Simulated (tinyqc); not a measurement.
A stack of flat layers between unequal leads with mass mismatch, transfer matrices: effect of the right lead.

One electron of energy E comes from the left lead (band edge 0); no transverse momentum. Parabolic bands, masses in units of m0, C = hbar^2/(2 m0); psi and psi'/m are continuous at every interface. The layers follow each other from left to right, then the right lead.

For the pair (psi, psi'/m) a flat layer has M = [[cos kd, (m/k) sin kd], [-(k/m) sin kd, cos kd]] with k = sqrt(m (E - U)/C) above its edge U, and M = [[cosh Kd, (m/K) sinh Kd], [(K/m) sinh Kd, cosh Kd]] with K = sqrt(m (U - E)/C) below it. The matrices are multiplied with later layers to the left. With M acting on (psi, psi'/m) and v = k/m in each lead, T(E) = 4 vL vR/[(vL vR M12 - M21)^2 + (vR M11 + vL M22)^2]. The layers inside are not moved.

Parameters, values chosen for the exercise; masses and band edges of a made-up stack: mass in the left lead mL = 0.041 m0; band edges of the layers, left to right U = [1.13, 0.08] eV; masses of the layers m = [0.13, 0.08] m0; widths of the layers d = [0.3, 0.3] nm; mass in the right lead mR = 0.084 m0; electron energy E = 1.627 eV.

Constants: q = 1.602176634e-19 C, hbar = 1.054571817e-34 J s, m0 = 9.1093837015e-31 kg, hbar^2/(2 m0) = 0.0380998212 eV nm^2. Results are converted to the units shown.

Effect of the right lead:
```
UR (eV)	vR (1/nm)	T(E)	bare step 4 vL vR/(vL + vR)^2
-1.2	29.721	0.71877	0.99831
-0.819	27.646	0.74555	0.99404
-0.439	25.408	0.77605	0.98583
-0.058	22.946	0.81144	0.97147
0.322	20.193	0.85279	0.94699
0.703	16.992	0.90154	0.90378
1.084	13.026	0.95542	0.81946
1.464	7.1366	0.95581	0.59318
```

T(E) rises from 0.719 to 0.956, while the bare step between the leads falls from 0.998 to 0.593 (it is 1 where vR equals vL = 32.3 1/nm). In every row a layer is thinner than 0.8 nm, a few atomic planes, where an effective mass is a rough description.

Range of the model: Masses are held fixed, although real bands cease to be parabolic a few tenths of an eV from their edges (inside a barrier too).

Numbers from tinyqc (`OMP_NUM_THREADS=1 python tinyqc.py 2560108 2560109 out.jsonl`; about 0.01 s on one thread of a shared Intel Xeon 2.30GHz).
